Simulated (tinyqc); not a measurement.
Scattering of inversion-layer electrons by surface optical phonons of the gate insulator (remote phonon scattering): one step, computed by the program tinyqc.

One subband with the Fang-Howard envelope; insulator and channel are half-spaces, the gate is far away, and an interlayer only moves the polar surface away by t (its own modes and its permittivity contrast are left out).

Question. Surface modes and strengths. eps(w) = eps_inf + (eps_0s - eps_i) w1^2/(w1^2 - w^2) + (eps_i - eps_inf) w2^2/(w2^2 - w^2). Surface modes solve eps(w) + eps_s = 0, a quadratic in w^2; the strength of a mode is g = 2/(w d eps/dw). Occupation N = 1/(exp(hbar w/(k_B T)) - 1).

Inputs (values chosen for the exercise, modelled on AlN on germanium): static constant of the insulator eps_0s = 9.06; intermediate constant eps_i = 7.45; optical constant eps_inf = 4.86; hbar omega_TO1 = 79.8 meV; hbar omega_TO2 = 86.7 meV; constant of the channel eps_s = 16.2; temperature T = 200 K.

Constants: k_B = 8.617333262e-05 eV/K.

Give: hbar omega_SO; strengths g; occupations N; hbar omega g (2 N + 1).

Answer.

hbar omega_SO (meV): 1 81.297, 2 93.204

strengths g: 1 0.0007570, 2 0.0071381

occupations N: 1 0.0090220, 2 0.0045011

hbar omega g (2 N + 1) (meV): 1 0.06265, 2 0.67129

The upper mode has the larger hbar omega g N, the prefactor of absorption before the dependence on q: 5.55e-4 and 0.00299 meV.
